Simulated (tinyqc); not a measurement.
# Threshold of a short bulk MOSFET: charge sharing, barrier lowering, narrow width: threshold roll-off against channel length

n-channel device on a p-type body, depletion approximation, full ionisation. Uniform doping N = Na. Vbi from Boltzmann statistics is rough for the degenerate source. Cox = eps0 eox/tox.

ni = sqrt(Nc Nv) exp(-Eg/(2 Vt)), Eg in volts; 2 pB = 2 Vt ln(N/ni); flat band Vfb - Vt ln(N/Na); Wd = sqrt(2 eps0 eps_r (2 pB - Vbs)/(q N)); body term q N Wd/Cox; long-channel VT0 = flat band + 2 pB + body term; Vbi = Vt ln(N Nsd/ni^2); scale length l = sqrt((eps_r/eox) tox Wd). Charge sharing (trapezoid; it ignores Vds): F = (xj/L)(sqrt(1 + 2 Wd/xj) - 1), lowering = body term times F. Barrier lowering: th = exp(-L/(2 l)) + 2 exp(-L/l), lowering = th [2 (Vbi - 2 pB) + Vds], DIBL = th. Narrow width: rise = body term times xw Wd/W. VT by each model = VT0 - lowering + rise. DIBL under 0.001 mV/V is printed as 0.

Inputs (values chosen for the exercise); band and dielectric values close to those of silicon:
```
symbol,value,unit,meaning
T,400,K,temperature
Eg,1.12,eV,band gap
eps_r,11.5,,relative permittivity
Nc,4.34e19,cm^-3,conduction-band density of states at T
Nv,4.13e19,cm^-3,valence-band density of states at T
eox,8.83,,relative permittivity of the gate insulator (close to aluminium oxide)
tox,13,nm,insulator thickness
Na,8.4e17,cm^-3,channel doping
Nsd,1e20,cm^-3,source and drain doping
Vfb,-0.89,V,flat-band voltage for the doping Na
xj,21,nm,junction depth
Vbs,-1,V,body-source voltage
Vds,0.5,V,drain-source voltage
W,2000,nm,gate width
xw,1.5708,,shape factor of the fringing depletion at the width edges
```

Constants: q = 1.602176634e-19 C, kB = 1.380649e-23 J/K, Vt = kB T/q, eps0 = 8.8541878128e-14 F/cm where lengths are in cm. Results are converted to the units shown.

The same in every row: N (cm^-3) = 8.4000e17; VT0 (V) = 1.1437.

Result of one run:

| L/l | F | DIBL (mV/V) | VT, charge sharing (V) | VT, barrier lowering (V) |
|---|---|---|---|---|
| 40.095 | 0.025504 | 0 | 1.1627 | 1.1929 |

Which channel length L gave this result: 95, 200, 410, 860 or 1200 nm?

L = 1200 nm.

The whole series:

| L (nm) | L/l | F | DIBL (mV/V) | VT, charge sharing (V) | VT, barrier lowering (V) |
|---|---|---|---|---|---|
| 95 | 3.1742 | 0.32215 | 288.17 | 0.81147 | 0.95384 |
| 140 | 4.6778 | 0.21860 | 115.04 | 0.93407 | 1.0975 |
| 200 | 6.6825 | 0.15302 | 37.898 | 1.0117 | 1.1614 |
| 290 | 9.6896 | 0.10553 | 7.9929 | 1.0679 | 1.1863 |
| 410 | 13.699 | 0.074645 | 1.0622 | 1.1045 | 1.1920 |
| 600 | 20.048 | 0.051008 | 0.044338 | 1.1325 | 1.1928 |
| 860 | 28.735 | 0.035587 | 0 | 1.1507 | 1.1929 |
| 1200 | 40.095 | 0.025504 | 0 | 1.1627 | 1.1929 |
| 1800 | 60.143 | 0.017003 | 0 | 1.1728 | 1.1929 |

VT by barrier lowering rises from 0.954 to 1.19 V and VT by charge sharing rises from 0.811 to 1.17 V. DIBL is under 100 mV/V from L = 200 nm on among the rows (th = 0.1 at L/l = 4.92). For L = 95 DIBL exceeds 250 mV/V, where the barrier formula is rough.

Computed by the program tinyqc: `OMP_NUM_THREADS=1 python tinyqc.py 2002017 2002018 out.jsonl`, one thread of a shared Intel Xeon 2.30GHz, about 0.01 s for the whole run.
